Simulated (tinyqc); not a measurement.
## Trap density and cross-section from triangular pulses

Problem. In charge pumping, for a flat interface trap density D0 and a symmetric triangular wave, Qcp = -2 q A D0 Vt ln[vth s ni (dV/Va)/(2 f)], with s the geometric mean cross-section. Find D0, the frequency f0 where the line meets zero, and s.

Inputs (values chosen for the exercise): temperature T = 300 K; gate area A = 0.06 um^2; thermal velocity at 300 K, one nominal value for electrons and holes vth = 1e7 cm/s; Vth - Vfb dV = 1.04 V; pulse height Va = 2 V.

Constants: q = 1.602176634e-19 C, kB = 1.380649e-23 J/K, Vt = kB T/q. Results are converted to the units shown.

Qcp at f = 50000 and 1e6 Hz (fC): 4.7250247e-4  6.2140044e-4
ni = 1.0660125e10 cm^-3

Solution. Qcp is linear in ln f: the slope gives D0 and the zero gives s = 2 f0 Va/(vth ni dV).

D0 = 1.00e10 cm^-2 eV^-1
f0 = 3.72 Hz
s = 1.34e-16 cm^2

Computed by the program tinyqc: `OMP_NUM_THREADS=1 python tinyqc.py 2030036 2030037 out.jsonl`, one thread of a shared Intel Xeon 2.30GHz, about 0.01 s for the whole run.
